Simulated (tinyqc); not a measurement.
Worked calculation (part 1 of 3): UHF in the 6-31g basis, for H4+, spin multiplicity 2. Computed by tinyqc, a small Python program that keeps every step (integrals from PySCF). Settings: charge = 1, multiplicity = 2, basis = 6-31g, energy threshold = 1e-08, iteration cap = 78, orthogonalisation = canonical, start = core, DIIS depth = 6, method = UHF. Command: `OMP_NUM_THREADS=1 python tinyqc.py 20504 20505 out.jsonl` (the two numbers bound the seeds that draw the settings). One thread of a shared host (Intel(R) Xeon(R) Processor @ 2.60GHz), about 0.1 s of CPU time with the checks. Later iterations appear only in the table of the cycle.

## One-electron integrals

Geometry (angstrom):
```
atom,x,y,z
H,0.00000,0.00000,0.00000
H,0.00000,0.00000,1.13200
H,0.00000,1.47200,0.00000
H,0.00000,1.47200,1.13200
```

Basis 6-31g: exponents (1/bohr^2) and contraction coefficients of normalised primitives:
```
element,l (shell),exponent,coefficient
H,s (1),18.73114,0.03349
H,s (1),2.82539,0.23473
H,s (1),0.64012,0.81376
H,s (2),0.16128,1.00000
```

Overlap, kinetic and nuclear-attraction integrals over the contracted functions; the nuclear repulsion is the sum of Za Zb / Rab.

nuclear repulsion = 2.2238798 hartree

overlap S:
```
,1H 1s,1H 2s,2H 1s,2H 2s,3H 1s,3H 2s,4H 1s,4H 2s
1H 1s,1.00000,0.65829,0.17783,0.36083,0.06035,0.23832,0.01329,0.13087
1H 2s,0.65829,1.00000,0.36083,0.69142,0.23832,0.53582,0.13087,0.37048
2H 1s,0.17783,0.36083,1.00000,0.65829,0.01329,0.13087,0.06035,0.23832
2H 2s,0.36083,0.69142,0.65829,1.00000,0.13087,0.37048,0.23832,0.53582
3H 1s,0.06035,0.23832,0.01329,0.13087,1.00000,0.65829,0.17783,0.36083
3H 2s,0.23832,0.53582,0.13087,0.37048,0.65829,1.00000,0.36083,0.69142
4H 1s,0.01329,0.13087,0.06035,0.23832,0.17783,0.36083,1.00000,0.65829
4H 2s,0.13087,0.37048,0.23832,0.53582,0.36083,0.69142,0.65829,1.00000
```

kinetic energy T (hartree):
```
,1H 1s,1H 2s,2H 1s,2H 2s,3H 1s,3H 2s,4H 1s,4H 2s
1H 1s,1.39568,0.25974,-0.02110,0.08502,-0.04741,0.03016,-0.02232,-0.00397
1H 2s,0.25974,0.24192,0.08502,0.12612,0.03016,0.07570,-0.00397,0.03029
2H 1s,-0.02110,0.08502,1.39568,0.25974,-0.02232,-0.00397,-0.04741,0.03016
2H 2s,0.08502,0.12612,0.25974,0.24192,-0.00397,0.03029,0.03016,0.07570
3H 1s,-0.04741,0.03016,-0.02232,-0.00397,1.39568,0.25974,-0.02110,0.08502
3H 2s,0.03016,0.07570,-0.00397,0.03029,0.25974,0.24192,0.08502,0.12612
4H 1s,-0.02232,-0.00397,-0.04741,0.03016,-0.02110,0.08502,1.39568,0.25974
4H 2s,-0.00397,0.03029,0.03016,0.07570,0.08502,0.12612,0.25974,0.24192
```

nuclear attraction V (hartree):
```
,1H 1s,1H 2s,2H 1s,2H 2s,3H 1s,3H 2s,4H 1s,4H 2s
1H 1s,-2.76498,-1.47235,-0.44054,-0.82661,-0.13510,-0.53580,-0.03037,-0.30228
1H 2s,-1.47235,-1.70217,-0.82661,-1.24454,-0.53580,-0.97014,-0.30228,-0.71051
2H 1s,-0.44054,-0.82661,-2.76498,-1.47235,-0.03037,-0.30228,-0.13510,-0.53580
2H 2s,-0.82661,-1.24454,-1.47235,-1.70217,-0.30228,-0.71051,-0.53580,-0.97014
3H 1s,-0.13510,-0.53580,-0.03037,-0.30228,-2.76498,-1.47235,-0.44054,-0.82661
3H 2s,-0.53580,-0.97014,-0.30228,-0.71051,-1.47235,-1.70217,-0.82661,-1.24454
4H 1s,-0.03037,-0.30228,-0.13510,-0.53580,-0.44054,-0.82661,-2.76498,-1.47235
4H 2s,-0.30228,-0.71051,-0.53580,-0.97014,-0.82661,-1.24454,-1.47235,-1.70217
```

core Hamiltonian H = T + V (hartree):
```
,1H 1s,1H 2s,2H 1s,2H 2s,3H 1s,3H 2s,4H 1s,4H 2s
1H 1s,-1.36930,-1.21262,-0.46164,-0.74159,-0.18251,-0.50564,-0.05269,-0.30625
1H 2s,-1.21262,-1.46025,-0.74159,-1.11842,-0.50564,-0.89443,-0.30625,-0.68021
2H 1s,-0.46164,-0.74159,-1.36930,-1.21262,-0.05269,-0.30625,-0.18251,-0.50564
2H 2s,-0.74159,-1.11842,-1.21262,-1.46025,-0.30625,-0.68021,-0.50564,-0.89443
3H 1s,-0.18251,-0.50564,-0.05269,-0.30625,-1.36930,-1.21262,-0.46164,-0.74159
3H 2s,-0.50564,-0.89443,-0.30625,-0.68021,-1.21262,-1.46025,-0.74159,-1.11842
4H 1s,-0.05269,-0.30625,-0.18251,-0.50564,-0.46164,-0.74159,-1.36930,-1.21262
4H 2s,-0.30625,-0.68021,-0.50564,-0.89443,-0.74159,-1.11842,-1.21262,-1.46025
```

## Two-electron integrals

Functions are numbered as in S; the eight-fold symmetry (ij|kl) = (ji|kl) = (kl|ij) leaves the list below.

Two-electron integrals (ij|kl) in chemists' order, unique and non-zero (hartree):
```
i,j,k,l,(ij|kl)
1,1,1,1,1.07657
2,1,1,1,0.57847
2,1,2,1,0.32942
2,2,1,1,0.58740
2,2,2,1,0.36130
2,2,2,2,0.45315
3,1,1,1,0.13655
3,1,2,1,0.08060
3,1,2,2,0.09306
3,1,3,1,0.02906
3,2,1,1,0.19331
3,2,2,1,0.12182
3,2,2,2,0.15884
3,2,3,1,0.04873
3,2,3,2,0.09791
3,3,1,1,0.46365
3,3,2,1,0.30028
3,3,2,2,0.41331
3,3,3,1,0.13655
3,3,3,2,0.30633
3,3,3,3,1.07657
4,1,1,1,0.30633
4,1,2,1,0.17583
4,1,2,2,0.19529
4,1,3,1,0.04873
4,1,3,2,0.07597
4,1,3,3,0.19331
4,1,4,1,0.09791
4,2,1,1,0.36768
4,2,2,1,0.22891
4,2,2,2,0.29507
4,2,3,1,0.07066
4,2,3,2,0.13178
4,2,3,3,0.36768
4,2,4,1,0.13178
4,2,4,2,0.21663
4,3,1,1,0.30028
4,3,2,1,0.19308
4,3,2,2,0.26409
4,3,3,1,0.08060
4,3,3,2,0.17583
4,3,3,3,0.57847
4,3,4,1,0.12182
4,3,4,2,0.22891
4,3,4,3,0.32942
4,4,1,1,0.41331
4,4,2,1,0.26409
4,4,2,2,0.36257
4,4,3,1,0.09306
4,4,3,2,0.19529
4,4,3,3,0.58740
4,4,4,1,0.15884
4,4,4,2,0.29507
4,4,4,3,0.36130
4,4,4,4,0.45315
5,1,1,1,0.03989
5,1,2,1,0.02433
5,1,2,2,0.02964
5,1,3,1,0.00588
5,1,3,2,0.00953
5,1,3,3,0.02357
5,1,4,1,0.01303
5,1,4,2,0.01886
5,1,4,3,0.01540
5,1,4,4,0.02206
5,1,5,1,0.00328
5,2,1,1,0.10356
5,2,2,1,0.06680
5,2,2,2,0.09249
5,2,3,1,0.01672
5,2,3,2,0.02985
5,2,3,3,0.07649
5,2,4,1,0.03614
5,2,4,2,0.06010
5,2,4,3,0.05019
5,2,4,4,0.07399
5,2,5,1,0.01029
5,2,5,2,0.04243
5,3,1,1,0.00728
5,3,2,1,0.00460
5,3,2,2,0.00599
5,3,3,1,0.00150
5,3,3,2,0.00275
5,3,3,3,0.00737
5,3,4,1,0.00273
5,3,4,2,0.00450
5,3,4,3,0.00464
5,3,4,4,0.00601
5,3,5,1,0.00058
5,3,5,2,0.00192
5,3,5,3,0.00016
5,4,1,1,0.05609
5,4,2,1,0.03623
5,4,2,2,0.05033
5,4,3,1,0.00969
5,4,3,2,0.01771
5,4,3,3,0.04589
5,4,4,1,0.02009
5,4,4,2,0.03428
5,4,4,3,0.03001
5,4,4,4,0.04358
5,4,5,1,0.00550
5,4,5,2,0.02270
5,4,5,3,0.00116
5,4,5,4,0.01269
5,5,1,1,0.35922
5,5,2,1,0.23575
5,5,2,2,0.34472
5,5,3,1,0.05951
5,5,3,2,0.10986
5,5,3,3,0.28496
5,5,4,1,0.12789
5,5,4,2,0.22535
5,5,4,3,0.18754
5,5,4,4,0.28210
5,5,5,1,0.03989
5,5,5,2,0.19763
5,5,5,3,0.00737
5,5,5,4,0.10495
5,5,5,5,1.07657
6,1,1,1,0.19763
6,1,2,1,0.11405
6,1,2,2,0.12775
6,1,3,1,0.02792
6,1,3,2,0.04286
6,1,3,3,0.10590
6,1,4,1,0.06094
6,1,4,2,0.08109
6,1,4,3,0.06825
6,1,4,4,0.09399
6,1,5,1,0.01029
6,1,5,2,0.02898
6,1,5,3,0.00191
6,1,5,4,0.01566
6,1,5,5,0.10356
6,1,6,1,0.04243
6,2,1,1,0.26729
6,2,2,1,0.16762
6,2,2,2,0.21975
6,2,3,1,0.04311
6,2,3,2,0.07569
6,2,3,3,0.19721
6,2,4,1,0.09076
6,2,4,2,0.14379
6,2,4,3,0.12719
6,2,4,4,0.17906
6,2,5,1,0.01851
6,2,5,2,0.06580
6,2,5,3,0.00371
6,2,5,4,0.03567
6,2,5,5,0.26729
6,2,6,1,0.06580
6,2,6,2,0.13010
6,3,1,1,0.06791
6,3,2,1,0.04298
6,3,2,2,0.05658
6,3,3,1,0.01686
6,3,3,2,0.03398
6,3,3,3,0.10495
6,3,4,1,0.02668
6,3,4,2,0.04674
6,3,4,3,0.06102
6,3,4,4,0.06918
6,3,5,1,0.00385
6,3,5,2,0.01239
6,3,5,3,0.00116
6,3,5,4,0.00748
6,3,5,5,0.04589
6,3,6,1,0.01594
6,3,6,2,0.02943
6,3,6,3,0.01269
6,4,1,1,0.16957
6,4,2,1,0.10731
6,4,2,2,0.14379
6,4,3,1,0.03234
6,4,3,2,0.06144
6,4,3,3,0.16957
6,4,4,1,0.06144
6,4,4,2,0.10506
6,4,4,3,0.10731
6,4,4,4,0.14379
6,4,5,1,0.01164
6,4,5,2,0.04189
6,4,5,3,0.00282
6,4,5,4,0.02415
6,4,5,5,0.16957
6,4,6,1,0.04189
6,4,6,2,0.08471
6,4,6,3,0.02415
6,4,6,4,0.06220
6,5,1,1,0.23575
6,5,2,1,0.15417
6,5,2,2,0.22332
6,5,3,1,0.03909
6,5,3,2,0.07217
6,5,3,3,0.18754
6,5,4,1,0.08367
6,5,4,2,0.14647
6,5,4,3,0.12333
6,5,4,4,0.18456
6,5,5,1,0.02433
6,5,5,2,0.11405
6,5,5,3,0.00464
6,5,5,4,0.06102
6,5,5,5,0.57847
6,5,6,1,0.06680
6,5,6,2,0.16762
6,5,6,3,0.03001
6,5,6,4,0.10731
6,5,6,5,0.32942
6,6,1,1,0.34472
6,6,2,1,0.22332
6,6,2,2,0.31846
6,6,3,1,0.05769
6,6,3,2,0.10719
6,6,3,3,0.28210
6,6,4,1,0.12142
6,6,4,2,0.21100
6,6,4,3,0.18456
6,6,4,4,0.27179
6,6,5,1,0.02964
6,6,5,2,0.12775
6,6,5,3,0.00601
6,6,5,4,0.06918
6,6,5,5,0.58740
6,6,6,1,0.09249
6,6,6,2,0.21975
6,6,6,3,0.04358
6,6,6,4,0.14379
6,6,6,5,0.36130
6,6,6,6,0.45315
7,1,1,1,0.00737
7,1,2,1,0.00464
7,1,2,2,0.00601
7,1,3,1,0.00150
7,1,3,2,0.00273
7,1,3,3,0.00728
7,1,4,1,0.00275
7,1,4,2,0.00450
7,1,4,3,0.00460
7,1,4,4,0.00599
7,1,5,1,0.00058
7,1,5,2,0.00191
7,1,5,3,0.00016
7,1,5,4,0.00115
7,1,5,5,0.00728
7,1,6,1,0.00192
7,1,6,2,0.00371
7,1,6,3,0.00115
7,1,6,4,0.00282
7,1,6,5,0.00460
7,1,6,6,0.00599
7,1,7,1,0.00016
7,2,1,1,0.04589
7,2,2,1,0.03001
7,2,2,2,0.04358
7,2,3,1,0.00969
7,2,3,2,0.02009
7,2,3,3,0.05609
7,2,4,1,0.01771
7,2,4,2,0.03428
7,2,4,3,0.03623
7,2,4,4,0.05033
7,2,5,1,0.00385
7,2,5,2,0.01594
7,2,5,3,0.00115
7,2,5,4,0.00996
7,2,5,5,0.06791
7,2,6,1,0.01239
7,2,6,2,0.02943
7,2,6,3,0.00874
7,2,6,4,0.02415
7,2,6,5,0.04298
7,2,6,6,0.05658
7,2,7,1,0.00116
7,2,7,2,0.01269
7,3,1,1,0.02357
7,3,2,1,0.01540
7,3,2,2,0.02206
7,3,3,1,0.00588
7,3,3,2,0.01303
7,3,3,3,0.03989
7,3,4,1,0.00953
7,3,4,2,0.01886
7,3,4,3,0.02433
7,3,4,4,0.02964
7,3,5,1,0.00166
7,3,5,2,0.00608
7,3,5,3,0.00058
7,3,5,4,0.00385
7,3,5,5,0.02357
7,3,6,1,0.00608
7,3,6,2,0.01321
7,3,6,3,0.00550
7,3,6,4,0.01164
7,3,6,5,0.01540
7,3,6,6,0.02206
7,3,7,1,0.00058
7,3,7,2,0.00550
7,3,7,3,0.00328
7,4,1,1,0.07649
7,4,2,1,0.05019
7,4,2,2,0.07399
7,4,3,1,0.01672
7,4,3,2,0.03614
7,4,3,3,0.10356
7,4,4,1,0.02985
7,4,4,2,0.06010
7,4,4,3,0.06680
7,4,4,4,0.09249
7,4,5,1,0.00608
7,4,5,2,0.02520
7,4,5,3,0.00191
7,4,5,4,0.01594
7,4,5,5,0.10590
7,4,6,1,0.02034
7,4,6,2,0.04895
7,4,6,3,0.01566
7,4,6,4,0.04189
7,4,6,5,0.06825
7,4,6,6,0.09399
7,4,7,1,0.00192
7,4,7,2,0.02270
7,4,7,3,0.01029
7,4,7,4,0.04243
7,5,1,1,0.05951
7,5,2,1,0.03909
7,5,2,2,0.05769
7,5,3,1,0.01126
7,5,3,2,0.02226
7,5,3,3,0.05951
7,5,4,1,0.02226
7,5,4,2,0.04211
7,5,4,3,0.03909
7,5,4,4,0.05769
7,5,5,1,0.00588
7,5,5,2,0.02792
7,5,5,3,0.00150
7,5,5,4,0.01686
7,5,5,5,0.13655
7,5,6,1,0.01672
7,5,6,2,0.04311
7,5,6,3,0.00969
7,5,6,4,0.03234
7,5,6,5,0.08060
7,5,6,6,0.09306
7,5,7,1,0.00150
7,5,7,2,0.01686
7,5,7,3,0.00588
7,5,7,4,0.02792
7,5,7,5,0.02906
7,6,1,1,0.10986
7,6,2,1,0.07217
7,6,2,2,0.10719
7,6,3,1,0.02226
7,6,3,2,0.04625
7,6,3,3,0.12789
7,6,4,1,0.04192
7,6,4,2,0.08278
7,6,4,3,0.08367
7,6,4,4,0.12142
7,6,5,1,0.00953
7,6,5,2,0.04286
7,6,5,3,0.00273
7,6,5,4,0.02668
7,6,5,5,0.19331
7,6,6,1,0.02985
7,6,6,2,0.07569
7,6,6,3,0.02009
7,6,6,4,0.06144
7,6,6,5,0.12182
7,6,6,6,0.15884
7,6,7,1,0.00275
7,6,7,2,0.03398
7,6,7,3,0.01303
7,6,7,4,0.06094
7,6,7,5,0.04873
7,6,7,6,0.09791
7,7,1,1,0.28496
7,7,2,1,0.18754
7,7,2,2,0.28210
7,7,3,1,0.05951
7,7,3,2,0.12789
7,7,3,3,0.35922
7,7,4,1,0.10986
7,7,4,2,0.22535
7,7,4,3,0.23575
7,7,4,4,0.34472
7,7,5,1,0.02357
7,7,5,2,0.10590
7,7,5,3,0.00728
7,7,5,4,0.06791
7,7,5,5,0.46365
7,7,6,1,0.07649
7,7,6,2,0.19721
7,7,6,3,0.05609
7,7,6,4,0.16957
7,7,6,5,0.30028
7,7,6,6,0.41331
7,7,7,1,0.00737
7,7,7,2,0.10495
7,7,7,3,0.03989
7,7,7,4,0.19763
7,7,7,5,0.13655
7,7,7,6,0.30633
7,7,7,7,1.07657
8,1,1,1,0.10495
8,1,2,1,0.06102
8,1,2,2,0.06918
8,1,3,1,0.01686
8,1,3,2,0.02668
8,1,3,3,0.06791
8,1,4,1,0.03398
8,1,4,2,0.04674
8,1,4,3,0.04298
8,1,4,4,0.05658
8,1,5,1,0.00550
8,1,5,2,0.01566
8,1,5,3,0.00115
8,1,5,4,0.00874
8,1,5,5,0.05609
8,1,6,1,0.02270
8,1,6,2,0.03567
8,1,6,3,0.00996
8,1,6,4,0.02415
8,1,6,5,0.03623
8,1,6,6,0.05033
8,1,7,1,0.00116
8,1,7,2,0.00748
8,1,7,3,0.00385
8,1,7,4,0.01239
8,1,7,5,0.00969
8,1,7,6,0.01771
8,1,7,7,0.04589
8,1,8,1,0.01269
8,2,1,1,0.16957
8,2,2,1,0.10731
8,2,2,2,0.14379
8,2,3,1,0.03234
8,2,3,2,0.06144
8,2,3,3,0.16957
8,2,4,1,0.06144
8,2,4,2,0.10506
8,2,4,3,0.10731
8,2,4,4,0.14379
8,2,5,1,0.01164
8,2,5,2,0.04189
8,2,5,3,0.00282
8,2,5,4,0.02415
8,2,5,5,0.16957
8,2,6,1,0.04189
8,2,6,2,0.08471
8,2,6,3,0.02415
8,2,6,4,0.06220
8,2,6,5,0.10731
8,2,6,6,0.14379
8,2,7,1,0.00282
8,2,7,2,0.02415
8,2,7,3,0.01164
8,2,7,4,0.04189
8,2,7,5,0.03234
8,2,7,6,0.06144
8,2,7,7,0.16957
8,2,8,1,0.02415
8,2,8,2,0.06220
8,3,1,1,0.10590
8,3,2,1,0.06825
8,3,2,2,0.09399
8,3,3,1,0.02792
8,3,3,2,0.06094
8,3,3,3,0.19763
8,3,4,1,0.04286
8,3,4,2,0.08109
8,3,4,3,0.11405
8,3,4,4,0.12775
8,3,5,1,0.00608
8,3,5,2,0.02034
8,3,5,3,0.00192
8,3,5,4,0.01239
8,3,5,5,0.07649
8,3,6,1,0.02520
8,3,6,2,0.04895
8,3,6,3,0.02270
8,3,6,4,0.04189
8,3,6,5,0.05019
8,3,6,6,0.07399
8,3,7,1,0.00191
8,3,7,2,0.01566
8,3,7,3,0.01029
8,3,7,4,0.02898
8,3,7,5,0.01672
8,3,7,6,0.03614
8,3,7,7,0.10356
8,3,8,1,0.01594
8,3,8,2,0.04189
8,3,8,3,0.04243
8,4,1,1,0.19721
8,4,2,1,0.12719
8,4,2,2,0.17906
8,4,3,1,0.04311
8,4,3,2,0.09076
8,4,3,3,0.26729
8,4,4,1,0.07569
8,4,4,2,0.14379
8,4,4,3,0.16762
8,4,4,4,0.21975
8,4,5,1,0.01321
8,4,5,2,0.04895
8,4,5,3,0.00371
8,4,5,4,0.02943
8,4,5,5,0.19721
8,4,6,1,0.04895
8,4,6,2,0.10409
8,4,6,3,0.03567
8,4,6,4,0.08471
8,4,6,5,0.12719
8,4,6,6,0.17906
8,4,7,1,0.00371
8,4,7,2,0.03567
8,4,7,3,0.01851
8,4,7,4,0.06580
8,4,7,5,0.04311
8,4,7,6,0.09076
8,4,7,7,0.26729
8,4,8,1,0.02943
8,4,8,2,0.08471
8,4,8,3,0.06580
8,4,8,4,0.13010
8,5,1,1,0.12789
8,5,2,1,0.08367
8,5,2,2,0.12142
8,5,3,1,0.02226
8,5,3,2,0.04192
8,5,3,3,0.10986
8,5,4,1,0.04625
8,5,4,2,0.08278
8,5,4,3,0.07217
8,5,4,4,0.10719
8,5,5,1,0.01303
8,5,5,2,0.06094
8,5,5,3,0.00275
8,5,5,4,0.03398
8,5,5,5,0.30633
8,5,6,1,0.03614
8,5,6,2,0.09076
8,5,6,3,0.01771
8,5,6,4,0.06144
8,5,6,5,0.17583
8,5,6,6,0.19529
8,5,7,1,0.00273
8,5,7,2,0.02668
8,5,7,3,0.00953
8,5,7,4,0.04286
8,5,7,5,0.04873
8,5,7,6,0.07597
8,5,7,7,0.19331
8,5,8,1,0.02009
8,5,8,2,0.06144
8,5,8,3,0.02985
8,5,8,4,0.07569
8,5,8,5,0.09791
8,6,1,1,0.22535
8,6,2,1,0.14647
8,6,2,2,0.21100
8,6,3,1,0.04211
8,6,3,2,0.08278
8,6,3,3,0.22535
8,6,4,1,0.08278
8,6,4,2,0.15224
8,6,4,3,0.14647
8,6,4,4,0.21100
8,6,5,1,0.01886
8,6,5,2,0.08109
8,6,5,3,0.00450
8,6,5,4,0.04674
8,6,5,5,0.36768
8,6,6,1,0.06010
8,6,6,2,0.14379
8,6,6,3,0.03428
8,6,6,4,0.10506
8,6,6,5,0.22891
8,6,6,6,0.29507
8,6,7,1,0.00450
8,6,7,2,0.04674
8,6,7,3,0.01886
8,6,7,4,0.08109
8,6,7,5,0.07066
8,6,7,6,0.13178
8,6,7,7,0.36768
8,6,8,1,0.03428
8,6,8,2,0.10506
8,6,8,3,0.06010
8,6,8,4,0.14379
8,6,8,5,0.13178
8,6,8,6,0.21663
8,7,1,1,0.18754
8,7,2,1,0.12333
8,7,2,2,0.18456
8,7,3,1,0.03909
8,7,3,2,0.08367
8,7,3,3,0.23575
8,7,4,1,0.07217
8,7,4,2,0.14647
8,7,4,3,0.15417
8,7,4,4,0.22332
8,7,5,1,0.01540
8,7,5,2,0.06825
8,7,5,3,0.00460
8,7,5,4,0.04298
8,7,5,5,0.30028
8,7,6,1,0.05019
8,7,6,2,0.12719
8,7,6,3,0.03623
8,7,6,4,0.10731
8,7,6,5,0.19308
8,7,6,6,0.26409
8,7,7,1,0.00464
8,7,7,2,0.06102
8,7,7,3,0.02433
8,7,7,4,0.11405
8,7,7,5,0.08060
8,7,7,6,0.17583
8,7,7,7,0.57847
8,7,8,1,0.03001
8,7,8,2,0.10731
8,7,8,3,0.06680
8,7,8,4,0.16762
8,7,8,5,0.12182
8,7,8,6,0.22891
8,7,8,7,0.32942
8,8,1,1,0.28210
8,8,2,1,0.18456
8,8,2,2,0.27179
8,8,3,1,0.05769
8,8,3,2,0.12142
8,8,3,3,0.34472
8,8,4,1,0.10719
8,8,4,2,0.21100
8,8,4,3,0.22332
8,8,4,4,0.31846
8,8,5,1,0.02206
8,8,5,2,0.09399
8,8,5,3,0.00599
8,8,5,4,0.05658
8,8,5,5,0.41331
8,8,6,1,0.07399
8,8,6,2,0.17906
8,8,6,3,0.05033
8,8,6,4,0.14379
8,8,6,5,0.26409
8,8,6,6,0.36257
8,8,7,1,0.00601
8,8,7,2,0.06918
8,8,7,3,0.02964
8,8,7,4,0.12775
8,8,7,5,0.09306
8,8,7,6,0.19529
8,8,7,7,0.58740
8,8,8,1,0.04358
8,8,8,2,0.14379
8,8,8,3,0.09249
8,8,8,4,0.21975
8,8,8,5,0.15884
8,8,8,6,0.29507
8,8,8,7,0.36130
8,8,8,8,0.45315
```

## Orthogonalisation

S = U s U^T; canonical form X = U s^(-1/2), so that X^T S X = 1. Each column of U has its largest component positive (the first on a tie).

eigenvalues of S: 0.09050  0.22099  0.27544  0.38171  0.82785  1.12216  1.61388  3.46748

X:
```
,1,2,3,4,5,6,7,8
1H 1s,-0.44449,-0.56349,-0.58791,0.68582,0.52952,0.40032,0.30970,0.14255
1H 2s,1.60151,0.90209,0.74967,-0.42966,0.14697,0.25006,0.24288,0.22754
2H 1s,0.44449,0.56349,-0.58791,0.68582,-0.52952,-0.40032,0.30970,0.14255
2H 2s,-1.60151,-0.90209,0.74967,-0.42966,-0.14697,-0.25006,0.24288,0.22754
3H 1s,0.44449,-0.56349,0.58791,0.68582,-0.52952,0.40032,-0.30970,0.14255
3H 2s,-1.60151,0.90209,-0.74967,-0.42966,-0.14697,0.25006,-0.24288,0.22754
4H 1s,-0.44449,0.56349,0.58791,0.68582,0.52952,-0.40032,-0.30970,0.14255
4H 2s,1.60151,-0.90209,-0.74967,-0.42966,0.14697,-0.25006,-0.24288,0.22754
```

## Starting guess

The start is the orbitals of the core Hamiltonian; D(s) = C_occ C_occ^T for each spin.

D(alpha) at the start:
```
,1H 1s,1H 2s,2H 1s,2H 2s,3H 1s,3H 2s,4H 1s,4H 2s
1H 1s,0.16941,0.11205,0.16941,0.11205,-0.03753,-0.03430,-0.03753,-0.03430
1H 2s,0.11205,0.07467,0.11205,0.07467,-0.03430,-0.02883,-0.03430,-0.02883
2H 1s,0.16941,0.11205,0.16941,0.11205,-0.03753,-0.03430,-0.03753,-0.03430
2H 2s,0.11205,0.07467,0.11205,0.07467,-0.03430,-0.02883,-0.03430,-0.02883
3H 1s,-0.03753,-0.03430,-0.03753,-0.03430,0.16941,0.11205,0.16941,0.11205
3H 2s,-0.03430,-0.02883,-0.03430,-0.02883,0.11205,0.07467,0.11205,0.07467
4H 1s,-0.03753,-0.03430,-0.03753,-0.03430,0.16941,0.11205,0.16941,0.11205
4H 2s,-0.03430,-0.02883,-0.03430,-0.02883,0.11205,0.07467,0.11205,0.07467
```

D(beta) at the start:
```
,1H 1s,1H 2s,2H 1s,2H 2s,3H 1s,3H 2s,4H 1s,4H 2s
1H 1s,0.06594,0.03887,0.06594,0.03887,0.06594,0.03887,0.06594,0.03887
1H 2s,0.03887,0.02292,0.03887,0.02292,0.03887,0.02292,0.03887,0.02292
2H 1s,0.06594,0.03887,0.06594,0.03887,0.06594,0.03887,0.06594,0.03887
2H 2s,0.03887,0.02292,0.03887,0.02292,0.03887,0.02292,0.03887,0.02292
3H 1s,0.06594,0.03887,0.06594,0.03887,0.06594,0.03887,0.06594,0.03887
3H 2s,0.03887,0.02292,0.03887,0.02292,0.03887,0.02292,0.03887,0.02292
4H 1s,0.06594,0.03887,0.06594,0.03887,0.06594,0.03887,0.06594,0.03887
4H 2s,0.03887,0.02292,0.03887,0.02292,0.03887,0.02292,0.03887,0.02292
```

## Iteration 1: building the Fock matrix

J_ij = sum D_kl (ij|kl) with D = D(alpha) + D(beta), K_ij = sum D_kl (ik|jl) for each spin; F = H + J - K(s); E = tr D H + tr D J / 2 - 0.5 sum_s tr D(s) K(s) + E_nn.

Coulomb J (hartree):
```
,1H 1s,1H 2s,2H 1s,2H 2s,3H 1s,3H 2s,4H 1s,4H 2s
1H 1s,1.49844,0.91630,0.27817,0.52232,0.09063,0.34234,0.02133,0.19583
1H 2s,0.91630,1.17884,0.52232,0.85997,0.34234,0.67240,0.19583,0.49155
2H 1s,0.27817,0.52232,1.49844,0.91630,0.02133,0.19583,0.09063,0.34234
2H 2s,0.52232,0.85997,0.91630,1.17884,0.19583,0.49155,0.34234,0.67240
3H 1s,0.09063,0.34234,0.02133,0.19583,1.49844,0.91630,0.27817,0.52232
3H 2s,0.34234,0.67240,0.19583,0.49155,0.91630,1.17884,0.52232,0.85997
4H 1s,0.02133,0.19583,0.09063,0.34234,0.27817,0.52232,1.49844,0.91630
4H 2s,0.19583,0.49155,0.34234,0.67240,0.52232,0.85997,0.91630,1.17884
```

exchange K(alpha) (hartree):
```
,1H 1s,1H 2s,2H 1s,2H 2s,3H 1s,3H 2s,4H 1s,4H 2s
1H 1s,0.48495,0.38907,0.28554,0.32345,0.03239,0.14073,0.02101,0.11708
1H 2s,0.38907,0.39262,0.32345,0.36371,0.14073,0.23208,0.11708,0.21491
2H 1s,0.28554,0.32345,0.48495,0.38907,0.02101,0.11708,0.03239,0.14073
2H 2s,0.32345,0.36371,0.38907,0.39262,0.11708,0.21491,0.14073,0.23208
3H 1s,0.03239,0.14073,0.02101,0.11708,0.48495,0.38907,0.28554,0.32345
3H 2s,0.14073,0.23208,0.11708,0.21491,0.38907,0.39262,0.32345,0.36371
4H 1s,0.02101,0.11708,0.03239,0.14073,0.28554,0.32345,0.48495,0.38907
4H 2s,0.11708,0.21491,0.14073,0.23208,0.32345,0.36371,0.38907,0.39262
```

exchange K(beta) (hartree):
```
,1H 1s,1H 2s,2H 1s,2H 2s,3H 1s,3H 2s,4H 1s,4H 2s
1H 1s,0.24176,0.22930,0.14625,0.19406,0.10954,0.16563,0.08977,0.14661
1H 2s,0.22930,0.26555,0.19406,0.24799,0.16563,0.22689,0.14661,0.21374
2H 1s,0.14625,0.19406,0.24176,0.22930,0.08977,0.14661,0.10954,0.16563
2H 2s,0.19406,0.24799,0.22930,0.26555,0.14661,0.21374,0.16563,0.22689
3H 1s,0.10954,0.16563,0.08977,0.14661,0.24176,0.22930,0.14625,0.19406
3H 2s,0.16563,0.22689,0.14661,0.21374,0.22930,0.26555,0.19406,0.24799
4H 1s,0.08977,0.14661,0.10954,0.16563,0.14625,0.19406,0.24176,0.22930
4H 2s,0.14661,0.21374,0.16563,0.22689,0.19406,0.24799,0.22930,0.26555
```

F(alpha) (hartree):
```
,1H 1s,1H 2s,2H 1s,2H 2s,3H 1s,3H 2s,4H 1s,4H 2s
1H 1s,-0.35581,-0.68539,-0.46901,-0.54272,-0.12427,-0.30404,-0.05236,-0.22750
1H 2s,-0.68539,-0.67403,-0.54272,-0.62215,-0.30404,-0.45410,-0.22750,-0.40357
2H 1s,-0.46901,-0.54272,-0.35581,-0.68539,-0.05236,-0.22750,-0.12427,-0.30404
2H 2s,-0.54272,-0.62215,-0.68539,-0.67403,-0.22750,-0.40357,-0.30404,-0.45410
3H 1s,-0.12427,-0.30404,-0.05236,-0.22750,-0.35581,-0.68539,-0.46901,-0.54272
3H 2s,-0.30404,-0.45410,-0.22750,-0.40357,-0.68539,-0.67403,-0.54272,-0.62215
4H 1s,-0.05236,-0.22750,-0.12427,-0.30404,-0.46901,-0.54272,-0.35581,-0.68539
4H 2s,-0.22750,-0.40357,-0.30404,-0.45410,-0.54272,-0.62215,-0.68539,-0.67403
```

F(beta) (hartree):
```
,1H 1s,1H 2s,2H 1s,2H 2s,3H 1s,3H 2s,4H 1s,4H 2s
1H 1s,-0.11262,-0.52561,-0.32973,-0.41333,-0.20142,-0.32894,-0.12113,-0.25704
1H 2s,-0.52561,-0.54696,-0.41333,-0.50643,-0.32894,-0.44892,-0.25704,-0.40240
2H 1s,-0.32973,-0.41333,-0.11262,-0.52561,-0.12113,-0.25704,-0.20142,-0.32894
2H 2s,-0.41333,-0.50643,-0.52561,-0.54696,-0.25704,-0.40240,-0.32894,-0.44892
3H 1s,-0.20142,-0.32894,-0.12113,-0.25704,-0.11262,-0.52561,-0.32973,-0.41333
3H 2s,-0.32894,-0.44892,-0.25704,-0.40240,-0.52561,-0.54696,-0.41333,-0.50643
4H 1s,-0.12113,-0.25704,-0.20142,-0.32894,-0.32973,-0.41333,-0.11262,-0.52561
4H 2s,-0.25704,-0.40240,-0.32894,-0.44892,-0.41333,-0.50643,-0.52561,-0.54696
```

total energy of this density = -1.6437463 hartree
